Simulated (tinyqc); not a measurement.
Stress in a transistor channel from embedded alloy regions, liners and fins, by half-space elasticity: one step, computed by the program tinyqc.

Plane strain in an isotropic half-space, the same constants everywhere; x along the channel from its centre, y downwards from the free surface; stress is positive in tension.

Task: Stress at the centre of the channel. A line element dA of misfit at (a, c) in the half-space gives, with C = E e/(2 pi (1 - nu)), X = x - a, r1^2 = X^2 + (y - c)^2, r2^2 = X^2 + Y^2, Y = y + c: s_xx = -C dA {[X^2 - (y - c)^2]/r1^4 + 3 [X^2 - Y^2]/r2^4 + 4 y Y (Y^2 - 3 X^2)/r2^6}, s_yy = C dA {[X^2 - (y - c)^2]/r1^4 - [X^2 - Y^2]/r2^4 + 4 y Y (Y^2 - 3 X^2)/r2^6}. These are integrated over two rectangles, L/2 < |a| < L/2 + S, 0 < c < d (closed form in a, 200 Gauss-Legendre points in c).

Inputs (values chosen for the exercise, modelled on silicon):
```
quantity                    value  unit
Young's modulus E             167   GPa
Poisson ratio nu             0.27     -
channel length L              118    nm
length of each stressor S      65    nm
recess depth d                 40    nm
depth of the field point y      4    nm
```

Stressor: Si(1-x)C(x) source and drain.

misfit e = -0.00736

stress of a blanket film = 1.683726 GPa

Give: s_xx; s_yy; s_xx over the blanket-film stress.

Result:

s_xx = 564.43 MPa

s_yy = 2.3024 MPa

s_xx over the blanket-film stress = 0.33522

The channel is stretched along its length; s_yy is 0.0041 of s_xx in size and vanishes at the surface.
